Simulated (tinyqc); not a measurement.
Inside a calculation. Method: coherent transport through a tight-binding region between two chains. One step of it, computed by the program tinyqc.

Question. Transmission at E = -0.48 eV. Surface Green function g = (E - i sqrt(4 t^2 - E^2)) / (2 t^2); self-energy tc^2 g on each contact site; G = (E - H - Sigma)^(-1); Gamma = -2 Im Sigma; T = Gamma_L Gamma_R |G_LR|^2; local density of states -Im G_ii / pi.

H of the central region (eV):
```
[[0.490000, -1.790000, 0.000000, 0.000000, -1.790000],
 [-1.790000, 0.170000, -1.790000, 0.000000, 0.000000],
 [0.000000, -1.790000, 0.110000, -1.790000, 0.000000],
 [0.000000, 0.000000, -1.790000, 0.280000, -1.790000],
 [-1.790000, 0.000000, 0.000000, -1.790000, -0.420000]]
```

Leads: semi-infinite chains with site energy 0:
```
parameter                           value
lead hopping t (eV)              2.590000
coupling to the left lead (eV)   1.130000
coupling to the right lead (eV)  0.640000
left contact site                       1
right contact site                      4
```

E = -0.480000 eV

Give: g; G; local density of states; transmission.

Answer.

g = -0.0358-0.3844i 1/eV

G (1/eV):
```
[[0.7111-0.4665i, 0.5314-0.3521i, -0.5181+0.3387i, -0.7021+0.4637i, 0.2665-0.0838i],
 [0.5314-0.3521i, 0.6311-0.2658i, 0.2565+0.2556i, -0.5465+0.3500i, -0.4533-0.0618i],
 [-0.5181+0.3387i, 0.2565+0.2556i, 0.6112-0.2459i, 0.5037-0.3366i, -0.4311+0.0614i],
 [-0.7021+0.4637i, -0.5465+0.3500i, 0.5037-0.3366i, 0.7126-0.4610i, 0.3112+0.0820i],
 [0.2665-0.0838i, -0.4533-0.0618i, -0.4311+0.0614i, 0.3112+0.0820i, 0.5679-0.0546i]]
```

local density of states (1/eV): [0.1485, 0.0846, 0.0783, 0.1467, 0.0174]

transmission = 0.2189
